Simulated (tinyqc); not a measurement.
Implanted layer, carriers, mobility and sheet resistance: one step of the calculation.

A p-type layer from the surface x = 0 to the junction xj, N(x) = N0 exp(-(x - Rp)^2/(2 sg^2)). Local neutrality (no depletion at surface or junction, no spilling of carriers), intrinsic carriers neglected, full ionisation of active dopants.

Problem. Junction depth and local values. xj = Rp + sg sqrt(2 ln(N0/Nb)); 10 equal steps from 0 to xj. Active dopant A = min(N, Ns); p = A - Nb; mobility mu = m1 + (m2 (T/300 K)^(-bt) - m1)/(1 + ((A + Nb)/Nr)^am).

Inputs (values chosen for the exercise); values close to those of boron in silicon over an n-type background: temperature T = 300 K; background doping of the opposite type Nb = 3.4e17 cm^-3; peak chemical concentration N0 = 1.2e19 cm^-3; mobility limit at high doping m1 = 45.2 cm^2/(V s); mobility limit at low doping, at 300 K m2 = 464 cm^2/(V s); reference doping of the mobility law Nr = 2.25e17 cm^-3; exponent of the mobility law am = 0.699; temperature exponent of m2 bt = 2; solubility limit of active dopant Ns = 2.04e20 cm^-3; straggle after annealing sg = 100 nm; projected range Rp = 140 nm.

Find: xj; x; N; A; p; mu.

Solution.

xj = 406.97 nm

```
point  x (nm)  N (cm^-3)  A (cm^-3)  p (1e19 cm^-3)  mu (cm^2/(V s))
0        0.00  4.5037e18  4.5037e18          0.4164           89.072
1       40.70  7.3291e18  7.3291e18          0.6989           77.962
2       81.39  1.0106e19  1.0106e19          0.9766           72.004
3      122.09  1.1809e19  1.1809e19          1.1469           69.475
4      162.79  1.1692e19  1.1692e19          1.1352           69.629
5      203.49  9.8098e18  9.8098e18          0.9470           72.514
6      244.18  6.9741e18  6.9741e18          0.6634           78.977
7      284.88  4.2013e18  4.2013e18          0.3861           90.874
8      325.58  2.1446e18  2.1446e18          0.1805           111.06
9      366.28  9.2763e17  9.2763e17          0.0588           141.51
10     406.97  3.4000e17  3.4000e17          0.0000           177.46
```

The mobility runs from 69.5 to 177 cm^2/(V s).

tinyqc, about 0.01 s, one thread, Intel Xeon 2.30GHz (shared host): `OMP_NUM_THREADS=1 python tinyqc.py 2110079 2110080 out.jsonl`
